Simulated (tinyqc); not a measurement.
Convergence with the basis: effective-mass impurity with a central-cell term, in a basis of Slater functions. Computed by tinyqc, a small Python program. Command: `OMP_NUM_THREADS=1 python tinyqc.py 3000019 3000020 out.jsonl centralcell walk`. One thread of a shared host (Intel(R) Xeon(R) Processor @ 2.30GHz), about 0.01 s of CPU time with the checks.

The envelope obeys H = -nabla^2 - (2/r) [Z + A exp(-kappa r)] in effective units, with kappa = a*/lambda; positive A deepens the well near the core.

Inputs (values chosen for the exercise, with mass and screening modelled on silicon):

| quantity | value | unit |
|---|---|---|
| effective mass m | 0.333 | m_0 |
| dielectric constant eps | 11.2 | - |
| charge Z of the core | 1 | - |
| central-cell strength A | 0.8 | - |
| central-cell range lambda | 1.9 | angstrom |
| smallest exponent zeta_1 | 0.36 | 1/a* |
| ratio beta of exponents | 2.7 | - |

Impurity: donor, one isotropic band.

Constants: Ry = 13.605693123 eV; a_0 = 0.529177210903 angstrom.

Method:
- Units: Ry* = Ry m/eps^2 and a* = a_0 eps/m, with m in m_0.
- kappa = a*/lambda; the hydrogenic ground state is bound by Z^2 Ry*.
- For s functions exp(-zeta r), with s = zeta_i + zeta_j: S = 2/s^3, T = zeta_i zeta_j S, V = -2 Z/s^2, W = -2 A/(s + kappa)^2; each function is normalised by dividing by sqrt(S_ii S_jj).
- Large basis: zeta_i = 0.06 x 1.6^(i-1), i = 1..22, same formulas; for p functions r exp(-zeta r): S = 24/s^5, T = zeta_i zeta_j S (centrifugal term included), V = -12 Z/s^4, W = -12 A/(s + kappa)^4; overlap eigenvalues below 1e-11 are dropped.
- Binding energies are -E Ry*; the effective quantum number is nu = Z/sqrt(-E); |psi(0)|^2 is given relative to the hydrogenic Z^3/(pi a*^3).
- zeta_i = zeta_1 beta^(i-1), i = 1..n.
- The error is the lowest level above the large-basis value.

kappa = 9.36745 1/a*

Ry* = 36.1184 meV

1s binding energy = 38.1819 meV

Error of the 1s level:

| n | error (meV) | largest exponent (1/a*) |
|---|---|---|
| 1 | 1.6752e+01 | 3.6000e-01 |
| 2 | 3.3831e-01 | 9.7200e-01 |
| 3 | 3.5505e-02 | 2.6244e+00 |
| 4 | 3.0633e-02 | 7.0859e+00 |
| 5 | 2.7891e-02 | 1.9132e+01 |
| 6 | 2.7269e-02 | 5.1656e+01 |
| 7 | 2.7094e-02 | 1.3947e+02 |
| 8 | 2.7043e-02 | 3.7657e+02 |

What does the comparison show, and why?

The error falls from 16.8 to 0.0270 meV. The last function changes it by less than 5 %: it has levelled off, and what remains is set by beta and zeta_1, not by the range of exponents.

Extremes, crossings and ranges named in words are read from the listed rows.
